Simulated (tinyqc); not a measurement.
## Voltage acceleration of oxide breakdown, four models on the same data: effect of the use temperature

Field E = V/tox in MV/cm. Models: ln(t63/1 s) = a - c X with X = E (E model), -1/E (1/E model), ln V (power law, c the exponent n) or sqrt(E).

With a and c fitted to the stress data, the voltage for ten years solves a - c X + ln(temperature factor times ks) = ln 3.15576e8; temperature factor exp[(Ea q/kB)(1/Tu - 1/Ts)].

Values chosen for this exercise:
- tox = 3 nm (oxide thickness)
- Ts = 398 K (stress temperature)
- Ea = 0.88 eV (activation energy)
- ks = 5.9e-6 (factor for area and percentile)

Constants: q = 1.602176634e-19 C, kB = 1.380649e-23 J/K. Results are converted to the units shown.

| model | c | a |
|---|---|---|
| E | 3.39003 | 43.8681 |
| 1/E | 451.403 | -34.9522 |
| power | 39.3362 | 53.3054 |
| sqrt E | 23.1277 | 83.1680 |

Results:

| Tu (K) | temperature factor | V for ten years, E (V) | V for ten years, 1/E (V) | V for ten years, power (V) | V for ten years, sqrt E (V) |
|---|---|---|---|---|---|
| 273 | 1.265e5 | 2.124 | 2.471 | 2.340 | 2.248 |
| 298 | 5487 | 1.847 | 2.337 | 2.161 | 2.030 |
| 328 | 238.9 | 1.569 | 2.217 | 1.995 | 1.824 |
| 358 | 17.58 | 1.338 | 2.126 | 1.867 | 1.661 |
| 398 | 1.000 | 1.085 | 2.034 | 1.736 | 1.491 |
| 423 | 0.2195 | 0.9505 | 1.989 | 1.670 | 1.404 |

Estimate the missing row, Tu = 378 K.

Computed row:

| Tu (K) | temperature factor | V for ten years, E (V) | V for ten years, 1/E (V) | V for ten years, power (V) | V for ten years, sqrt E (V) |
|---|---|---|---|---|---|
| 378 | 3.887 | 1.205 | 2.077 | 1.797 | 1.570 |

With this row back in the table: The temperature factor falls from 1.27e5 to 0.219, and the allowed voltage by 55.3 % in the E model and 19.5 % in the 1/E model: the steeper a model is near use conditions, the less voltage a given factor in time costs.

Range of the model: All four laws are empirical fits; none is established far below the stress range.

tinyqc, about 0.01 s, one thread, Intel Xeon 2.30GHz (shared host): `OMP_NUM_THREADS=1 python tinyqc.py 2070102 2070103 out.jsonl`
